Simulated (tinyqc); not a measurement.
Propagation of a band-gap error through k.p and effective-mass formulas: one step. Masses, g factor and screening for both gaps. Five cases, with inputs chosen for the exercise.

Problem. Evaluate the chain at Eg and at Eg2.

Chain, for a gap E (the reference Eg or another value), with Ep and Dso kept: 1/me = 1 + Ep (E + 2 Dso/3)/(E (E + Dso)); g* = 2 - 2 Ep Dso/(3 E (E + Dso)); g1(E) = g1 + (Ep/3)(1/E - 1/Eg), g2(E) = g2 + (Ep/6)(1/E - 1/Eg), light hole 1/(g1 + 2 g2), heavy hole 1/(g1 - 2 g2) along [100]; optical constant ei(E) = 1 + (ei - 1)(EP/(EP + E - Eg))^2, static e0(E) = ei(E) + e0 - ei.

Case 1.

Values chosen (reference values near those of InSb, gap at low temperature; not measured data): Eg = 0.236 eV (gap at Gamma to the s-like level); Dso = 0.825 eV (spin-orbit splitting); Ep = 23.7 eV (Kane energy); g1 = 34.88 (Luttinger gamma1); g2 = 15.45 (gamma2); e0 = 17.08 (static dielectric constant); ei = 15.63 (optical dielectric constant); EP = 3.67 eV (mean (Penn) gap); Eg2 = 0.116 eV (a wrong gap).

Case 2.

Values chosen (reference values near those of GaSb, gap at low temperature; not measured data): Eg = 0.806 eV (gap at Gamma to the s-like level); Dso = 0.774 eV (spin-orbit splitting); Ep = 26.5 eV (Kane energy); g1 = 13.39 (Luttinger gamma1); g2 = 4.72 (gamma2); e0 = 15.77 (static dielectric constant); ei = 14.6 (optical dielectric constant); EP = 3.94 eV (mean (Penn) gap); Eg2 = 0.33 eV (a wrong gap).

Case 3.

Values chosen (reference values near those of InP, gap at low temperature; not measured data): Eg = 1.438 eV (gap at Gamma to the s-like level); Dso = 0.11 eV (spin-orbit splitting); Ep = 21.1 eV (Kane energy); g1 = 5.06 (Luttinger gamma1); g2 = 1.6 (gamma2); e0 = 12.46 (static dielectric constant); ei = 9.72 (optical dielectric constant); EP = 5.16 eV (mean (Penn) gap); Eg2 = 1.179 eV (a wrong gap, of the size a hybrid functional can give).

Case 4.

Values chosen (reference values near those of InSb, gap at low temperature; not measured data): Eg = 0.235 eV (gap at Gamma to the s-like level); Dso = 0.8 eV (spin-orbit splitting); Ep = 22.9 eV (Kane energy); g1 = 34.87 (Luttinger gamma1); g2 = 15.45 (gamma2); e0 = 16.54 (static dielectric constant); ei = 15.97 (optical dielectric constant); EP = 3.6 eV (mean (Penn) gap); Eg2 = 0.512 eV (a wrong gap, of the size a hybrid with far too much exact exchange can give).

Case 5.

Values chosen (reference values near those of GaSb, gap at low temperature; not measured data): Eg = 0.803 eV (gap at Gamma to the s-like level); Dso = 0.746 eV (spin-orbit splitting); Ep = 26.6 eV (Kane energy); g1 = 13.34 (Luttinger gamma1); g2 = 4.7 (gamma2); e0 = 15.93 (static dielectric constant); ei = 14.62 (optical dielectric constant); EP = 4.02 eV (mean (Penn) gap); Eg2 = 1.365 eV (a wrong gap, of the size a hybrid with far too much exact exchange can give).

Give: Band values at the two gaps.

Solution.

Case 1.

Band values at the two gaps:
```
quantity      at Eg    at Eg2  ratio
me          0.01326  0.006868  0.518
g*           -50.06    -117.4      -
g1            34.88     69.51  1.993
g2            15.45     32.76  2.121
light hole  0.01520  0.007405  0.487
heavy hole   0.2513    0.2513  1.000
ei            15.63     16.64  1.064
e0            17.08     18.09  1.059
```

The gap is off by a factor of 0.49; the electron mass follows with 0.52 and the light hole with 0.49, while the heavy hole, which does not couple to the conduction level, keeps its value. The optical constant changes less, by +6 %, as it answers to the mean gap, which shifts by the same -0.12 eV on a base of 3.67 eV. g* moves by -67.36; remote bands, left out here, shift it by tenths or, where it is large, by some per cent.

Case 2.

Band values at the two gaps:
```
quantity      at Eg   at Eg2  ratio
me          0.03508  0.01599  0.456
g*           -8.738   -35.53      -
g1            13.39    29.20  2.181
g2            4.720    12.62  2.675
light hole  0.04380  0.01837  0.419
heavy hole   0.2532   0.2532  1.000
ei            14.60    18.59  1.274
e0            15.77    19.76  1.253
```

The gap is off by a factor of 0.41; the electron mass follows with 0.46 and the light hole with 0.42, while the heavy hole, which does not couple to the conduction level, keeps its value. The optical constant changes less, by +27 %, as it answers to the mean gap, which shifts by the same -0.48 eV on a base of 3.94 eV. g* moves by -26.80; remote bands, left out here, shift it by tenths or, where it is large, by some per cent.

Case 3.

Band values at the two gaps:
```
quantity      at Eg   at Eg2  ratio
me          0.06525  0.05438  0.833
g*            1.305   0.9818      -
g1            5.060    6.134  1.212
g2            1.600    2.137  1.336
light hole   0.1211  0.09607  0.794
heavy hole   0.5376   0.5376  1.000
ei            9.720    10.67  1.097
e0            12.46    13.41  1.076
```

The gap is off by a factor of 0.82; the electron mass follows with 0.83 and the light hole with 0.79, while the heavy hole, which does not couple to the conduction level, keeps its value. The optical constant changes less, by +10 %, as it answers to the mean gap, which shifts by the same -0.26 eV on a base of 5.16 eV. g* moves by -0.32; remote bands, left out here, shift it by tenths or, where it is large, by some per cent.

Case 4.

Band values at the two gaps:
```
quantity      at Eg   at Eg2  ratio
me          0.01364  0.02730  2.002
g*           -48.21   -16.18      -
g1            34.87    17.30  0.496
g2            15.45    6.663  0.431
light hole  0.01520  0.03266  2.148
heavy hole   0.2519   0.2519  1.000
ei            15.97    13.91  0.871
e0            16.54    14.48  0.875
```

The gap is off by a factor of 2.18; the electron mass follows with 2.00 and the light hole with 2.15, while the heavy hole, which does not couple to the conduction level, keeps its value. The optical constant changes less, by -13 %, as it answers to the mean gap, which shifts by the same +0.28 eV on a base of 3.6 eV. g* moves by +32.03; remote bands, left out here, shift it by tenths or, where it is large, by some per cent.

Case 5.

Band values at the two gaps:
```
quantity      at Eg   at Eg2  ratio
me          0.03471  0.05497  1.584
g*           -8.636   -2.591      -
g1            13.34    8.794  0.659
g2            4.700    2.427  0.516
light hole  0.04398  0.07327  1.666
heavy hole   0.2538   0.2538  1.000
ei            14.62    11.48  0.785
e0            15.93    12.79  0.803
```

The gap is off by a factor of 1.70; the electron mass follows with 1.58 and the light hole with 1.67, while the heavy hole, which does not couple to the conduction level, keeps its value. The optical constant changes less, by -21 %, as it answers to the mean gap, which shifts by the same +0.56 eV on a base of 4.02 eV. g* moves by +6.04; remote bands, left out here, shift it by tenths or, where it is large, by some per cent.

Computed by tinyqc, one run a case: `OMP_NUM_THREADS=1 python tinyqc.py N N+1 out.jsonl` with N = 1851212, 1851214, 1851263, 1880019, 1880044; one thread of a shared Intel(R) Xeon(R) Processor @ 2.30GHz, about 0.01 s a run at most.
